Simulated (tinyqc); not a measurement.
CMOS latch-up, two-transistor model: course of the iteration: response to the injected current, once round the loop per iteration.

A parasitic pnp (emitter at Vdd, base shunted by Rw) and npn (emitter at ground, base shunted by Rs) feed each other: the npn collector current flows out of the pnp base node, the pnp collector current into the npn base node. Forward-active transistors with constant gains: Icn = Isn exp(Vn/Vt), Icp = Isp (exp(Vp/Vt) - 1). A current Ii is injected into the npn base node.

Icn = Isn exp(Vn/Vt); Vp solves Vp/Rw + Icp/bp = Icn; Vn(new) solves Vn/Rs + (Isn/bn) exp(Vn/Vt) = Icp + Ii.

Stop when Vn changes by less than 1e-9 V, or after 150 iterations. Vn must stay below 1.1 V.

Parameters, values chosen for the exercise; values close to those of bulk CMOS: temperature T = 293 K; current gain of the npn bn = 6.6; current gain of the pnp bp = 1.7; saturation current of the npn at T Isn = 8.9e-16 A; saturation current of the pnp at T Isp = 3.6e-16 A; substrate resistance shunting the npn Rs = 380 ohm; well resistance shunting the pnp Rw = 340 ohm; current injected into the substrate Ii = 1.84 mA.

Constants: q = 1.602176634e-19 C, kB = 1.380649e-23 J/K, Vt = kB T/q. Results are converted to the units shown.

Vn at the start = 0.57 V

Course of the iteration:

| iteration | Vn (V) | \|change\| (V) |
|---|---|---|
| 1 | 0.676779 | 0.107 |
| 2 | 0.676779 | 1.36e-11 |

Did this iteration meet its convergence test, and what does its course show?

Yes. Converged in 2 iterations. The change falls from 0.11 in the first iteration to below the tolerance in the last. An off state exists, since Ii is below the trigger current, the largest Ii that the node equations allow, 2.145 mA.

tinyqc, about 0.04 s, one thread, Intel Xeon 2.30GHz (shared host): `OMP_NUM_THREADS=1 python tinyqc.py 2670057 2670058 out.jsonl`
